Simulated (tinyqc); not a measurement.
Frequency dispersion of an accumulation capacitance by border traps, distributed model: one step of the calculation.

Traps spread evenly through the insulator exchange electrons with the semiconductor by tunnelling, with tau(x) = t0 exp(2 ka x) at depth x from the interface. The admittance per area Y seen at depth x obeys dY/dx = -Y^2/(i w eps0 eox) + q Nb ln(1 + i w tau)/tau, with Y(0) = i w Cs and w = 2 pi f; the gate sees Y(tox) = G + i w C. Working variable y = Y/(i w), in uF/cm^2. Cox = eps0 eox/tox.

Question. Capacitance and conductance at the gate. Beyond xe the traps are ignored, so 1/y(tox) = 1/y(xe) + (tox - xe)/(eps0 eox); C = Re y, G/w = -Im y, loss tangent G/(w C).

Values chosen for this exercise; permittivity close to that of zirconium oxide:
```
symbol  value  unit                                  meaning
eox      21.4         relative permittivity of the insulator
tox       9.5    nm                      insulator thickness
xe          2    nm  depth down to which the steps are taken
```

Constants: eps0 = 8.8541878128e-14 F/cm where lengths are in cm. Results are converted to the units shown.

y at xe = 1.7521489-0.0164994i uF/cm^2

Give: y at the gate; C; G/w; loss tangent.

Answer.

y at the gate = 1.035-0.006i uF/cm^2
C = 1.035 uF/cm^2
G/w = 0.005753 uF/cm^2
loss tangent = 0.005560

Computed by the program tinyqc: `OMP_NUM_THREADS=1 python tinyqc.py 2202005 2202006 out.jsonl`, one thread of a shared Intel Xeon 2.30GHz, about 0.5 s for the whole run.
